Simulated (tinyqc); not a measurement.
Mobility of a non-polar semiconductor in the relaxation-time approximation: one step, computed by the program tinyqc.

Each valley is treated as a sphere of mass m_d for states and rates, with one isotropic relaxation time; the conductivity mass m_c sets the current.

Task: Rates at a few energies. Parabolic band: E = hbar^2 k^2/(2 m), speed v = hbar k/m, states per spin, volume and energy g(E) = m k/(2 pi^2 hbar^2). Here m = m_d. Masses are multiplied by m_0 and all formulas are in SI units. Phonon occupation N_q = 1/(exp(hbar w/(k_B T)) - 1). Acoustic deformation potential (elastic, equipartition, absorption and emission together): 1/tau = 2 pi k_B T D_A^2 g(E)/(hbar rho v_l^2). Optical or intervalley deformation potential: 1/tau = (pi Z_f D_o^2/(rho w)) [N_q g(E + hbar w) + (N_q + 1) g(E - hbar w)], with g = 0 below the band edge. Each optical term is multiplied by (1 - f(E'))/(1 - f(E)), E' the final energy, for Pauli blocking. Singly charged impurities, momentum relaxation: 1/tau = N_I e^4 m (1 + 2 alpha E) Phi/(8 pi (eps_s eps_0)^2 hbar^3 k^3), with alpha = 0 for a parabolic band. Conwell-Weisskopf: Phi = ln(1 + y^2), y = 4 pi eps_s eps_0 E N_I^(-1/3)/e^2 (largest impact parameter N_I^(-1/3)/2). Alloy disorder: 1/tau = (2 pi/hbar) Omega x (1 - x) U^2 g(E), Omega = a^3/4 (other conventions for Omega rescale U).

Inputs (values chosen for the exercise, modelled on holes in silicon): static permittivity eps_s = 11.7; density rho = 2329 kg/m^3; sound velocity v_l = 8850 m/s; acoustic deformation potential D_A = 5.8 eV; phonon energy hbar w = 63.8 meV; optical or intervalley deformation potential D_o = 10 1e8 eV/cm; final valleys Z_f = 1; temperature T = 300 K; alloy fraction x = 0.42; alloy potential U = 0.57 eV; lattice constant a = 5.51 angstrom.

Band: parabolic. Impurity formula: Conwell-Weisskopf. Further scattering: alloy.

reduced Fermi level eta = -6.241031

density-of-states mass m_d = 0.514 m_0

ionised impurity density N_I = 1.80e+16 1/cm^3

Constants: k_B = 8.617333262e-05 eV/K; k_B = 1.380649e-23 J/K; e = 1.602176634e-19 C; hbar = 1.054571817e-34 J s; m_0 = 9.1093837015e-31 kg; hbar = 6.582119569e-16 eV s; eps_0 = 8.8541878128e-12 F/m.

Give: Rates (1e12/s) at E = (max(eta, 0) + 0.5, 1, 2, 4) k_B T.

Result:

Rates (1e12/s) at E = (max(eta, 0) + 0.5, 1, 2, 4) k_B T:
```
E (meV)  acoustic  optical  ionised impurity   alloy
12.93      1.0405   0.7187           0.68390   4.509
25.85      1.4715   0.7766           0.35613   6.377
51.70      2.0810   0.8811           0.16734   9.018
103.41     2.9430   7.1430           0.07390  12.753
```
